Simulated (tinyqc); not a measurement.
Ballistic Schottky-barrier transistor with a two-dimensional channel, WKB contacts: barrier height from the temperature dependence.

Source Fermi level 0, drain Fermi level -Vd. Far from the contacts Ec = pn - psi, and the gate moves psi one to one; the band edges relax as exp(-x/lam) from pn at the source and pn - Vd at the drain; Ev = Ec - Eg. A carrier of energy w inside the channel band meets at a contact a barrier of height D (the contact edge beyond the channel edge): T = 1 for w >= D, else exp(-S), S = 4 lam sqrt(m/C) [sqrt(D - w) - sqrt(w) arctan sqrt((D - w)/w)], C = hbar^2/(2 m0). The two contacts combine as Ts Td/(Ts + Td - Ts Td).

I/W = g (2 q^2/h) int T(w) [N(Es + w) - N(Ed + w)] dw with w the energy of motion along the channel, N(y) = (1/2 pi) sqrt(pi m kB T/C) Fm(-y/kB T), Fm(x) = (1/sqrt(pi)) int_0^infinity u^(-1/2)/(1 + exp(u - x)) du. Electrons: Ds = psi, Dd = psi - Vd, Es = Ec, Ed = Ec + Vd. Holes: Ds = -psi, Dd = Vd - psi, Es = -Ev, Ed = -Ev - Vd. The size of each current is taken; both flow from drain to source and add. The integrals are converged. The apparent barrier is -d ln(I_e/T^1.5)/d(q/kB T), taken between T - 10 K and T + 10 K for the electron current.

Values chosen for this exercise; channel values close to those of a tungsten diselenide layer:
```
symbol  value  unit                                 meaning
T         300     K                             temperature
pn       0.49    eV  barrier for electrons at both contacts
mn       0.35    m0                           electron mass
g           2                           valleys or subbands
lam       1.6    nm        screening length at the contacts
Vd        0.7     V                              drain bias
```

Constants: q = 1.602176634e-19 C, kB = 1.380649e-23 J/K, hbar = 1.054571817e-34 J s, h = 6.62607015e-34 J s, m0 = 9.1093837015e-31 kg, Vt = kB T/q, hbar^2/(2 m0) = 0.0380998212 eV nm^2. Results are converted to the units shown.

Barrier height from the temperature dependence:

| ps (V) | electrons (uA/um) | Ec (eV) | apparent barrier (eV) |
|---|---|---|---|
| -0.25 | 2.04e-10 | 0.740 | 0.740 |
| -0.18 | 3.06e-9 | 0.670 | 0.670 |
| -0.11 | 4.59e-8 | 0.600 | 0.600 |
| -0.04 | 6.88e-7 | 0.530 | 0.530 |
| 0 | 3.23e-6 | 0.490 | 0.490 |
| 0.1 | 2.75e-5 | 0.390 | 0.424 |
| 0.17 | 1.21e-4 | 0.320 | 0.370 |
| 0.24 | 5.84e-4 | 0.250 | 0.312 |
| 0.31 | 0.00308 | 0.180 | 0.250 |
| 0.38 | 0.0175 | 0.110 | 0.186 |
| 0.45 | 0.105 | 0.040 | 0.121 |

What does the comparison show?

For psi < 0 the channel edge is the highest point, and the apparent barrier follows Ec one to one (0.740 eV against 0.740). At flat band it is 0.490 eV (psi = 0 V), near pn = 0.49 eV. Beyond, the top stays at pn but tunnelling lowers the apparent value to 0.121 eV in the last row, so only the point where the line bends gives the true barrier.

Range of the model: No scattering, image-force lowering, channel charge or band-to-band tunnelling; parabolic kappa overstates S deep in the gap.

Computed by the program tinyqc: `OMP_NUM_THREADS=1 python tinyqc.py 2390014 2390015 out.jsonl`, one thread of a shared Intel Xeon 2.30GHz, about 0.5 s for the whole run.
